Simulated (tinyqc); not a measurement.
Trap spacing and activation energy from three currents.

Problem. In its exponential range, without heating, an amorphous layer of thickness ua passes I = (I0/2) exp[-(Ea - q V dz/(2 ua))/kB T]. Find dz, Ea and I0.

Parameters, values chosen for the exercise: amorphous thickness ua = 39 nm.

Constants: q = 1.602176634e-19 C, kB = 1.380649e-23 J/K. Results are converted to the units shown.

I at (1 V, 358 K), (1.5 V, 358 K) and (1.5 V, 398 K) (nA): [220.32268, 635.75268, 1227.3706]

Answer. The two voltages give dz/ua, the two temperatures the lowered barrier.

dz = 5.100 nm
Ea = 0.3000 eV
I0 = 0.8849 mA

Computed by the program tinyqc: `OMP_NUM_THREADS=1 python tinyqc.py 2490148 2490149 out.jsonl`, one thread of a shared Intel Xeon 2.30GHz, about 0.02 s for the whole run.
